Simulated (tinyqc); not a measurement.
Scattering mobility, thermal velocity and mass from two apparent mobilities.

Problem. 1/mu_app = 1/mu_0 + 1/mu_B with the ballistic mobility mu_B = vT L/(2 Vt) and vT = sqrt(2 kB T/(pi m)) (non-degenerate carriers); the mean free path is 2 Vt mu_0/vT. Find mu_0, vT, m and the mean free path.

Parameters, values chosen for the exercise: temperature T = 300 K.

Constants: q = 1.602176634e-19 C, kB = 1.380649e-23 J/K, m0 = 9.1093837015e-31 kg, Vt = kB T/q. Results are converted to the units shown.

apparent mobility at L = 15 and 200 nm (cm^2/(V s)): [224.28668, 465.52357]

Answer. 1/mu_app is linear in 1/L: the slope is 2 Vt/vT and the intercept 1/mu_0.

mu_0 = 510.0 cm^2/(V s)
vT = 1.380e7 cm/s
m = 0.1520 m0
mean free path = 19.11 nm

Program tinyqc, `OMP_NUM_THREADS=1 python tinyqc.py 2380139 2380140 out.jsonl`; Intel Xeon 2.30GHz, shared host, one thread, about 0.01 s.
